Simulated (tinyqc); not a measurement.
## Gate sheet resistance from two finger widths

Problem. At low frequency R = Rsh Wf/(3 L) + B/Wf, where B collects the channel and vertical terms. Find Rsh, B and the width of lowest R.

Inputs (values chosen for the exercise): channel length L = 0.46 um.

input resistance of single fingers, contacted at one end, of width 1.4 and 4.2 um (ohm): 181.91925  69.567288

Solution. R Wf is a straight line in Wf^2; the minimum of R lies where both terms are equal.

Rsh = 3.300 ohm/square
B = 250.0 ohm um
width of lowest R = 10.22 um

Program tinyqc, `OMP_NUM_THREADS=1 python tinyqc.py 2262054 2262055 out.jsonl`; Intel Xeon 2.30GHz, shared host, one thread, about 0.01 s.
